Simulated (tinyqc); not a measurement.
Q-state Potts model on a small periodic square lattice: enumeration, Metropolis, heat-bath and Wolff steps: one step, computed by the program tinyqc.

E = -J x (number of nearest-neighbour bonds with equal states); n x n sites with periodic edges have 2 n^2 bonds. Order parameter m = (q f - 1)/(q - 1), f being the largest share of one state. Sites are numbered row by row from 0. Here q = 3 and n = 3.

Problem. Exact averages. All q^(n^2) states are counted by their number b of equal bonds; weights g(b) exp(K b), K = J/(k_B T). Per site: u = -J <b>/n^2, c/k_B = K^2 (<b^2> - <b>^2)/n^2. ln Z = ln sum g(b) exp(K b); entropy per site s/k_B = (ln Z - K <b>)/n^2.

Inputs (values chosen for the exercise, for a model of domains or grain orientations): coupling J = 44 meV; temperature T = 682 K.

States by number of equal bonds:
```
b   g(b)   probability
0     12  1.223197e-06
2    540  2.460384e-04
3    936  9.016376e-04
4   3240  6.598545e-03
5   3996  1.720583e-02
6   3348  3.047773e-02
7   3240  6.235756e-02
8   2592  1.054693e-01
9    660  5.677825e-02
10   810  1.473228e-01
11   108  4.152941e-02
12   144  1.170689e-01
14    54  1.962306e-01
18     3  2.178122e-01
```

K = 0.7486786

Give: <b>; energy u; heat capacity c; entropy s.

Solution.

<b> = 12.09

energy u = -59.12 meV/site

heat capacity c = 0.9632 k_B/site

entropy s = 0.7828 k_B/site
